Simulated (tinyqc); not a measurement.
Potential-pH (Pourbaix) lines of a metal, its cation, its oxide and an oxyanion, with a complexing ligand: one step, computed by the program tinyqc.

Potentials are against the standard hydrogen electrode; solids and water have unit activity; dG_f of M, H+ and the electron is zero; F = e N_A and s = R T ln(10)/F. The cation carries z = 2.

Problem. Standard potentials. M2+ + 2e = M; MO + 2H+ + 2e = M + H2O; MO2(2-) + 4H+ + 2e = M + 2H2O. For each, E0 = -dG/(z F), and E = E0 + (s/z) log10 a - (s n_H/z) pH, with no activity term for the oxide.

Inputs (values chosen for the exercise, modelled on cobalt):
```
quantity                value    unit
dG_f of the cation     -54.99  kJ/mol
dG_f of the oxide     -212.68  kJ/mol
dG_f of the oxyanion  -289.11  kJ/mol
dG_f of water         -237.14  kJ/mol
temperature T          298.15       K
```

Species: M, M2+, MO, MO2(2-).

Constants: R = 8.314462618 J/(mol K); e = 1.602176634e-19 C; N_A = 6.02214076e+23 1/mol.

Give: s; E0.

Solution.

s = 0.05916 V

E0 (V): cation -0.2850, oxide 0.1268, oxyanion 0.9596

The metal is less noble than hydrogen.
